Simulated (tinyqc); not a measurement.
# Carrier lifetime of an n-type layer with SRH, radiative, Auger and surface recombination: effects of single changes

Uniform excess density dn = dp (no trapping), n = n0 + dn, p = p0 + dn, Boltzmann statistics, full ionisation. Surfaces enter as a rate 2 S dn/d, which holds while diffusion to them is fast.

Parameters, values chosen for the exercise; band and dielectric values close to those of silicon:
```
symbol     value    unit                                      meaning
T            250       K                                  temperature
Eg          1.11      eV                                     band gap
Nc       2.09e19   cm^-3       conduction-band density of states at T
Nv       1.99e19   cm^-3          valence-band density of states at T
B       4.76e-15  cm^3/s                        radiative coefficient
N         1.5e16   cm^-3                                donor density
Cn       2.6e-31  cm^6/s            Auger coefficient (two electrons)
Cp       1.4e-31  cm^6/s                Auger coefficient (two holes)
Nt        8.7e11   cm^-3                                 trap density
sn         1e-15    cm^2          capture cross-section for electrons
sp         5e-15    cm^2              capture cross-section for holes
vth        2.4e7    cm/s             thermal velocity (both carriers)
Et          0.84      eV         trap level below the conduction band
S            300    cm/s  surface recombination velocity (both faces)
d              7      um                             sample thickness
```

Constants: q = 1.602176634e-19 C, kB = 1.380649e-23 J/K, Vt = kB T/q. Results are converted to the units shown.

Each table varies one quantity; the others keep the values above.

## Lifetime against injection

ni = sqrt(Nc Nv) exp(-Eg/(2 Vt)), Eg in volts; majority density N/2 + sqrt(N^2/4 + ni^2), n0 p0 = ni^2; n1 = Nc exp(-Et/Vt), p1 = Nv exp((Et - Eg)/Vt); tn0 = 1/(sn vth Nt), tp0 = 1/(sp vth Nt). With e = n p - ni^2 = dn (n0 + p0 + dn): U_SRH = e/(tp0 (n + n1) + tn0 (p + p1)), U_rad = B e, U_Aug = (Cn n + Cp p) e, U_s = 2 S dn/d. Each tau is dn over its rate; tau = dn/U with U the sum.

The same in every row: tau_s (s) = 1.167e-6.

Lifetime against injection:

| dn (cm^-3) | tau_SRH (s) | tau_rad (s) | tau_Aug (s) | tau (s) | radiative share (%) | largest path |
|---|---|---|---|---|---|---|
| 1e11 | 9.808e-6 | 0.01401 | 0.01709 | 1.043e-6 | 0.007444 | surface |
| 1e12 | 9.811e-6 | 0.01400 | 0.01709 | 1.043e-6 | 0.007444 | surface |
| 1e13 | 9.839e-6 | 0.01400 | 0.01707 | 1.043e-6 | 0.007451 | surface |
| 1e14 | 1.012e-5 | 0.01391 | 0.01681 | 1.046e-6 | 0.007518 | surface |
| 1e15 | 1.279e-5 | 0.01313 | 0.01453 | 1.069e-6 | 0.008141 | surface |
| 1e16 | 2.887e-5 | 0.008403 | 0.005063 | 1.121e-6 | 0.01334 | surface |
| 1e17 | 5.125e-5 | 0.001827 | 1.981e-4 | 1.133e-6 | 0.06205 | surface |
| 1e18 | 5.677e-5 | 2.070e-4 | 2.439e-6 | 7.755e-7 | 0.3747 | surface |
| 1e19 | 5.740e-5 | 2.098e-5 | 2.494e-8 | 2.438e-8 | 0.1162 | Auger |

What does the table show?

Surface recombination leads at dn = 1e11, Auger from 1e19 on. The total lifetime goes from 1.04e-6 through a maximum of 1.13e-6 (at dn = 1e17 among the rows listed) to 2.44e-8 s. tau_SRH goes from 9.81e-6 s (low-injection limit 9.81e-6 s) to 5.74e-5 s (high-injection limit tn0 + tp0 = 5.75e-5 s). Between the last two rows tau_rad goes as dn^(-0.99) and tau_Aug as dn^(-1.99); the radiative share goes from 0.00744 through a maximum of 0.375 (at dn = 1e18 among the rows listed) to 0.116 %. For dn = 1e19 the carriers are degenerate, where B and the Auger coefficients no longer stay constant.

## Effect of the trap level below the conduction band at dn = 7e14 cm^-3

Same model as above.

Here dn = 7e14 cm^-3.

The same in every row: tau_rad (s) = 0.013381; tau_Aug (s) = 0.015238; tau_s (s) = 1.1667e-6.

Effect of the trap level below the conduction band at dn = 7e14 cm^-3:

| Et (eV) | tau_SRH (s) | tau (s) | radiative share (%) | largest path |
|---|---|---|---|---|
| 0.06 | 7.9876e-4 | 1.1648e-6 | 0.0087046 | surface |
| 0.18 | 1.4712e-5 | 1.0808e-6 | 0.0080769 | surface |
| 0.31 | 1.1721e-5 | 1.0609e-6 | 0.0079283 | surface |
| 0.43 | 1.1714e-5 | 1.0608e-6 | 0.0079278 | surface |
| 0.55 | 1.1714e-5 | 1.0608e-6 | 0.0079278 | surface |
| 0.68 | 1.1714e-5 | 1.0608e-6 | 0.0079279 | surface |
| 0.8 | 1.1748e-5 | 1.0611e-6 | 0.0079299 | surface |
| 0.93 | 2.5989e-5 | 1.1164e-6 | 0.0083429 | surface |
| 1.05 | 0.0037586 | 1.1661e-6 | 0.0087146 | surface |

What does the table show?

Surface recombination leads at Et = 0.06 and in all other rows. tau_SRH goes from 7.99e-4 through a minimum of 1.17e-5 (at Et = 0.43 and 0.55 and 0.68 among the rows listed) to 0.00376 s and the total lifetime goes from 1.16e-6 through a minimum of 1.06e-6 (at Et = 0.43 and 0.55 and 0.68 among the rows listed) to 1.17e-6 s. tau_SRH is within a factor 1.5 of its lowest value for Et from 0.18 to 0.8 eV; nearer a band edge n1 or p1 outgrows the carrier densities and the trap re-emits what it captured.

Program tinyqc, `OMP_NUM_THREADS=1 python tinyqc.py 2300136 2300137 out.jsonl`; Intel Xeon 2.30GHz, shared host, one thread, about 0.01 s.
